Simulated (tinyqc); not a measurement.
## Schottky emission and Poole-Frenkel conduction in an insulator, and how to tell them apart: effect of temperature

Schottky emission (electrode-limited): J = As T^2 exp[-(pb - b sqrt(F))/Vt], b = sqrt(q/(4 pi eps0 ei)). Poole-Frenkel emission (bulk-limited): J = s0 F exp[-(pt - 2 b sqrt(F))/Vt]. F in V/cm.

Both formulas at the same field.

Inputs (values chosen for the exercise); dielectric values close to those of silicon nitride: high-frequency relative permittivity ei = 4.14; trap depth pt = 1.25 eV; Poole-Frenkel prefactor s0 = 0.42 S/cm; electrode barrier pb = 1.58 eV; Richardson constant As = 15 A/(cm^2 K^2); field F = 0.9 MV/cm.

Constants: q = 1.602176634e-19 C, kB = 1.380649e-23 J/K, Vt = kB T/q, eps0 = 8.8541878128e-14 F/cm where lengths are in cm. Results are converted to the units shown.

Result of one run:
```
T (K),"J, Schottky (A/cm^2)","J, Poole-Frenkel (A/cm^2)",ratio
420,3.8589e-11,6.6718e-6,5.7840e-6
```

What becomes of these results when the temperature T is changed from 420 to 300 K, all else the same?

Result of the changed run:
```
T (K),"J, Schottky (A/cm^2)","J, Poole-Frenkel (A/cm^2)",ratio
300,3.6288e-18,3.3338e-10,1.0885e-8
```

The whole series:
```
T (K),"J, Schottky (A/cm^2)","J, Poole-Frenkel (A/cm^2)",ratio
225,2.8381e-26,3.1971e-15,8.8771e-12
260,6.4451e-22,1.6101e-12,4.0029e-10
300,3.6288e-18,3.3338e-10,1.0885e-8
340,2.7637e-15,1.9682e-8,1.4042e-7
380,5.3372e-13,4.9240e-7,1.0839e-6
420,3.8589e-11,6.6718e-6,5.7840e-6
475,4.3934e-9,1.1732e-4,3.7450e-5
```

The Schottky current grows by 17.2 decades and the Poole-Frenkel current by 10.6, as their lowered barriers are 1.40 and 0.896 eV. A tunnelling current would hardly change over this range.

Computed by the program tinyqc: `OMP_NUM_THREADS=1 python tinyqc.py 2370058 2370059 out.jsonl`, one thread of a shared Intel Xeon 2.30GHz, about 0.01 s for the whole run.
